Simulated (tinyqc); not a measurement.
Inside a calculation: Lorentz oscillators and the Kramers-Kronig relations. Values are carried at full precision from step to step, so a last printed digit may differ when a step is redone from the rounded ones.

eps(E) = 1 + sum_j S_j/(E0_j^2 - E^2 - i G_j E).

Constants: hbar c = 1973.269805 eV angstrom; hbar^2/2m0 = 3.80998211 eV angstrom^2; e^2/(4 pi eps0) = 14.39964547 eV angstrom.

Values chosen for the exercise (line positions loosely like those of SiO2; Lorentz tails absorb below the gap, where the real solid is clear; not measured data): E0 = (10.1, 11.59, 14.37) eV (resonances); G = (0.53, 1.3, 3.48) eV (widths); S = (27.9, 34.8, 104.7) eV^2 (strengths); E = 17.31 eV (photon energy); h = 0.5 eV (grid step); M = 36 (grid points E_j = j h); i = 13 (grid index at which eps1 is wanted).

## Dielectric function at one energy

Evaluate each oscillator and the sum.

terms: -0.1409+0.0065i  -0.2067+0.0281i  -0.7926+0.5126i

eps(E) = -0.1401+0.5473i
eps(0) = 2.0396

## Optical constants

n + i k = sqrt(eps1 + i eps2) with k >= 0; R = ((n - 1)^2 + k^2)/((n + 1)^2 + k^2) at normal incidence from vacuum; alpha = 2 E k/(hbar c), times 1e8 for 1/cm; loss function Im(-1/eps) = eps2/(eps1^2 + eps2^2).

Convert eps at the photon energy E into the optical constants.

n = 0.4609
k = 0.5938
R = 0.2587
alpha = 1.04e+06 1/cm
loss function = 1.7148
vacuum wavelength hc/E (hc = 1239.841984 eV nm) = 71.6 nm

The intensity falls to 1/e within 9.6 nm. eps1 is negative, so k exceeds n, as in a metal below its plasma energy; R is 0.26.

## Absorptive part on the grid

Tabulate eps2 at E_j = j h.

eps2(E_j), j = 1 .. M: 0.0063  0.0126  0.0192  0.0262  0.0336  0.0417  0.0507  0.0608  0.0725  0.0861  0.1024  0.1223  0.1474  0.1801  0.2249  0.2908  0.3993  0.6193  1.3005  5.2282  2.5515  2.1712  3.0513  2.4836  1.8525  1.8096  2.0251  2.2302  2.1889  1.8754  1.4671  1.1077  0.8356  0.6397  0.4993  0.3976

## eps1 at one grid point

Kramers-Kronig: eps1(E) = 1 + (2/pi) P integral_0^infinity E1 eps2(E1)/(E1^2 - E^2) dE1. Maclaurin rule on the grid E_j = j h, j = 1 .. M: eps1(E_i) = 1 + (4 h/pi) sum over j with j - i odd of E_j eps2(E_j)/(E_j^2 - E_i^2); nothing is added above E_M.

List the terms E_j eps2_j/(E_j^2 - E_i^2) for j - i odd, add them and form eps1.

terms in order of j (1/eV): -0.0003  -0.0014  -0.0038  -0.0093  -0.0250  -0.1174  0.1867  0.1069  0.1438  0.9053  0.3033  0.2929  0.1856  0.2031  0.1539  0.0829  0.0441  0.0254

sum = 2.477 1/eV
eps1(E_i) = 2.577

The oscillator formula gives 2.466 at E_i = 6.5 eV. The rule samples every 2h = 1 eV against a narrowest width of 0.53 eV and stops at 18 eV; coarse sampling and the missing tail make the difference.

## The f-sum on the grid

W(E_M) = (2/pi) h sum_j E_j eps2_j, with half weight on the last point; the full integral equals sum S_j = (hbar omega_p)^2, and the electron density follows from (hbar omega_p)^2 = 8 pi c (e^2/(4 pi eps0)) N with c = hbar^2/2m0.

W(E_M) = 140.29 eV^2
sum S = 167.40 eV^2
share reached on this grid (a step near the line widths can inflate it) = 0.838
hbar omega_p = 12.938 eV
N = 1.21e+23 1/cm^3

## Checks

- The value of eps1 at 17.313 eV from a fine, long grid (with the tail of eps2 ~ 1/E^3 added) against the oscillator formula: both -0.139.

tinyqc: `OMP_NUM_THREADS=1 python tinyqc.py 1651992 1651993 out.jsonl`; about 0.2 s, one thread, shared Intel(R) Xeon(R) Processor @ 2.30GHz.
